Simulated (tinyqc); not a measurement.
Specific resistance of a metal-semiconductor contact and its transmission-line measurement: one step, computed by the program tinyqc. Command: `OMP_NUM_THREADS=1 python tinyqc.py 3007334 3007335 out.jsonl contact walk`. One thread of a shared host (Intel(R) Xeon(R) Processor @ 2.30GHz), about 0.01 s of CPU time with the checks.

The barrier is parabolic (depletion approximation), energies E are normal energies counted from the band edge in the neutral semiconductor (downwards for holes), and the bias is zero. xi is an input, held fixed when other inputs move.

Task: Transmission and supply. WKB transmission for E < E_b, with a = E/E_b: D = exp{-(E_b/E_00) [sqrt(1 - a) - a ln((1 + sqrt(1 - a))/sqrt(a))]}; D = 1 above. f = 1/(1 + exp((E - xi)/k_B T)).

Inputs (values chosen for the exercise, modelled on n-type silicon): Fermi level above the band edge in the bulk, xi = 0.051 eV; temperature T = 200 K.

Image-force lowering: included.

barrier used, above the bulk band edge = 0.3826908 eV

E_00 = 79.12502 meV

Constants: k_B = 8.617333262e-05 eV/K.

Give: E, D, f and D f at E/E_b = 0.05, 0.15, 0.3, 0.45, 0.6, 0.75, 0.9, 0.98.

Result:

E, D, f and D f at E/E_b = 0.05, 0.15, 0.3, 0.45, 0.6, 0.75, 0.9, 0.98:

| E/E_b | E (eV) | D | f | D f |
|---|---|---|---|---|
| 0.05 | 0.0191 | 0.0152 | 8.640e-01 | 1.312e-02 |
| 0.15 | 0.0574 | 0.0370 | 4.082e-01 | 1.510e-02 |
| 0.30 | 0.1148 | 0.1012 | 2.407e-02 | 2.436e-03 |
| 0.45 | 0.1722 | 0.2208 | 8.815e-04 | 1.947e-04 |
| 0.60 | 0.2296 | 0.4084 | 3.156e-05 | 1.289e-05 |
| 0.75 | 0.2870 | 0.6533 | 1.129e-06 | 7.374e-07 |
| 0.90 | 0.3444 | 0.9011 | 4.037e-08 | 3.638e-08 |
| 0.98 | 0.3750 | 0.9909 | 6.833e-09 | 6.771e-09 |
